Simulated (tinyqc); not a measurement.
Capacitance of parallel on-chip lines from Laplace's equation on a mesh: two steps of the calculation.

Cross-section of an endless row of equal lines between two grounded planes; neighbours are driven in antiphase (+1 V and -1 V), so the plane midway between two lines is at 0 V. By symmetry one quarter is solved: x runs from the centre of a line (column 0, mirror) to that midplane (column 3, 0 V), y from the mid-height of the line (row 0, mirror) to the ground plane (row 4, 0 V). The line fills columns 0 to 1 and rows 0 to 1 at 1 V. Cells beside the line (below row 1) have e2, cells above have e1. Each link between nodes has the conductance g = mean permittivity of the two cells beside it (a cell beyond a mirror counts as 0), and the free nodes obey sum g (V_neighbour - V) = 0.

Inputs (values chosen for the exercise): relative permittivity above and below the lines e1 = 3; relative permittivity between the lines e2 = 1; over-relaxation factor om = 1.2.

Problem 1. Link conductances. gx[j, i] joins node (row j, column i) to column i + 1, gy[j, i] to row j + 1.

Give: gx; gy.

Solution 1.

gx:
```
         col 0    col 1    col 2
row 0  0.50000  0.50000  0.50000
row 1   2.0000   2.0000   2.0000
row 2   3.0000   3.0000   3.0000
row 3   3.0000   3.0000   3.0000
row 4   1.5000   1.5000   1.5000
```

gy:
```
         col 0   col 1   col 2    col 3
row 0  0.50000  1.0000  1.0000  0.50000
row 1   1.5000  3.0000  3.0000   1.5000
row 2   1.5000  3.0000  3.0000   1.5000
row 3   1.5000  3.0000  3.0000   1.5000
```

Problem 2. Relaxation sweep. One sweep visits the free nodes row by row from row 0, left to right, and replaces V by V + om (weighted mean of the neighbours - V), using new values at once.

V at the start (V):
```
       col 0  col 1  col 2  col 3
row 0      1      1      0      0
row 1      1      1      0      0
row 2      0      0      0      0
row 3      0      0      0      0
row 4      0      0      0      0
```

gx:
```
       col 0  col 1  col 2
row 0    0.5    0.5    0.5
row 1      2      2      2
row 2      3      3      3
row 3      3      3      3
row 4    1.5    1.5    1.5
```

gy:
```
       col 0  col 1  col 2  col 3
row 0    0.5      1      1    0.5
row 1    1.5      3      3    1.5
row 2    1.5      3      3    1.5
row 3    1.5      3      3    1.5
```

Find: V after sweep 1.

Solution 2.

V after sweep 1 (V):
```
       col 0  col 1  col 2  col 3
row 0  1.000  1.000  0.300  0.000
row 1  1.000  1.000  0.345  0.000
row 2  0.300  0.390  0.221  0.000
row 3  0.090  0.144  0.109  0.000
row 4  0.000  0.000  0.000  0.000
```

Numbers from tinyqc (`OMP_NUM_THREADS=1 python tinyqc.py 2790160 2790161 out.jsonl`; about 0.8 s on one thread of a shared Intel Xeon 2.30GHz).
